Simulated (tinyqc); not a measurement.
Hueckel theory of the pi electrons with the omega technique, for the molecule [CH2]c1ccccc1Cl (SMILES; centres numbered as the heavy atoms are written), step by step. One step of it, computed by the program tinyqc.

Question. Omega technique, round 2. h_r = h_r(0) + omega q_r, omega = 0.6, with q_r = z_r - P_rr; 0.3 of the old diagonal is kept.

Hueckel matrix in units of beta (H = alpha + beta A), order 1C, 2C, 3C, 4C, 5C, 6C, 7C, 8Cl:
$$\begin{pmatrix}
0.000000 & 1.000000 & 0.000000 & 0.000000 & 0.000000 & 0.000000 & 0.000000 & 0.000000 \\
1.000000 & 0.000000 & 1.000000 & 0.000000 & 0.000000 & 0.000000 & 1.000000 & 0.000000 \\
0.000000 & 1.000000 & 0.000000 & 1.000000 & 0.000000 & 0.000000 & 0.000000 & 0.000000 \\
0.000000 & 0.000000 & 1.000000 & 0.000000 & 1.000000 & 0.000000 & 0.000000 & 0.000000 \\
0.000000 & 0.000000 & 0.000000 & 1.000000 & 0.000000 & 1.000000 & 0.000000 & 0.000000 \\
0.000000 & 0.000000 & 0.000000 & 0.000000 & 1.000000 & 0.000000 & 1.000000 & 0.000000 \\
0.000000 & 1.000000 & 0.000000 & 0.000000 & 0.000000 & 1.000000 & 0.000000 & 0.400000 \\
0.000000 & 0.000000 & 0.000000 & 0.000000 & 0.000000 & 0.000000 & 0.400000 & 2.000000
\end{pmatrix}$$

charge and bond-order matrix P, order 1C, 2C, 3C, 4C, 5C, 6C, 7C, 8Cl:
$$\begin{pmatrix}
1.005639 & 0.637264 & -0.006351 & -0.114808 & 0.002408 & -0.108772 & 0.003856 & -0.026976 \\
0.637264 & 1.003812 & 0.522450 & -0.004005 & -0.223573 & 0.006528 & 0.517740 & -0.052694 \\
-0.006351 & 0.522450 & 1.004368 & 0.705454 & -0.003519 & -0.295344 & 0.001781 & -0.002871 \\
-0.114808 & -0.004005 & 0.705454 & 1.004503 & 0.633677 & -0.007244 & -0.291767 & 0.047638 \\
0.002408 & -0.223573 & -0.003519 & 0.633677 & 1.002058 & 0.637276 & 0.003298 & -0.018084 \\
-0.108772 & 0.006528 & -0.295344 & -0.007244 & 0.637276 & 1.009423 & 0.698260 & -0.082631 \\
0.003856 & 0.517740 & 0.001781 & -0.291767 & 0.003298 & 0.698260 & 0.988199 & 0.131055 \\
-0.026976 & -0.052694 & -0.002871 & 0.047638 & -0.018084 & -0.082631 & 0.131055 & 1.981999
\end{pmatrix}$$

Centres:
```
centre  z_r, pi electrons of the neutral centre         h
1C                                            1  0.000000
2C                                            1  0.000000
3C                                            1  0.000000
4C                                            1  0.000000
5C                                            1  0.000000
6C                                            1  0.000000
7C                                            1  0.000000
8Cl                                           2  2.000000
```

Give: matrix after round 2.

Answer.

matrix after round 2, order 1C, 2C, 3C, 4C, 5C, 6C, 7C, 8Cl:
$$\begin{pmatrix}
-0.0032 & 1.0000 & 0.0000 & 0.0000 & 0.0000 & 0.0000 & 0.0000 & 0.0000 \\
1.0000 & -0.0022 & 1.0000 & 0.0000 & 0.0000 & 0.0000 & 1.0000 & 0.0000 \\
0.0000 & 1.0000 & -0.0024 & 1.0000 & 0.0000 & 0.0000 & 0.0000 & 0.0000 \\
0.0000 & 0.0000 & 1.0000 & -0.0026 & 1.0000 & 0.0000 & 0.0000 & 0.0000 \\
0.0000 & 0.0000 & 0.0000 & 1.0000 & -0.0010 & 1.0000 & 0.0000 & 0.0000 \\
0.0000 & 0.0000 & 0.0000 & 0.0000 & 1.0000 & -0.0056 & 1.0000 & 0.0000 \\
0.0000 & 1.0000 & 0.0000 & 0.0000 & 0.0000 & 1.0000 & 0.0071 & 0.4000 \\
0.0000 & 0.0000 & 0.0000 & 0.0000 & 0.0000 & 0.0000 & 0.4000 & 2.0099
\end{pmatrix}$$
